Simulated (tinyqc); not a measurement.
Vacuum evaporation: vapour pressure, source flux, thickness distribution, purity and step coverage: one step, computed by the program tinyqc.

Molecular flow, unit sticking of the metal, no re-evaporation. The background gas is taken as water vapour (18.015 g/mol, collision diameter 0.37 nm) at 300 K.

Task: Offset source and rotation. Rotating wafer, source offset by s and facing upwards: thickness at radius r is the mean over the angle a of (1 + (r^2 + s^2 - 2 r s cos a)/h^2)^(-(n + 3)/2), by 360 equal steps; non-uniformity (max - min)/(max + min) over 21 radii from 0 to R.

Inputs (values chosen for the exercise, modelled on silver, with constants for the liquid): directionality n = 3; source-to-wafer distance h = 24 cm; wafer radius R = 10 cm; source offset from the axis s/h = 0.41.

Give: centre thickness relative to an axial source; edge over centre, rotating; non-uniformity, rotating.

Result:

centre thickness relative to an axial source = 0.6274

edge over centre, rotating = 0.8056

non-uniformity, rotating = 10.77 %
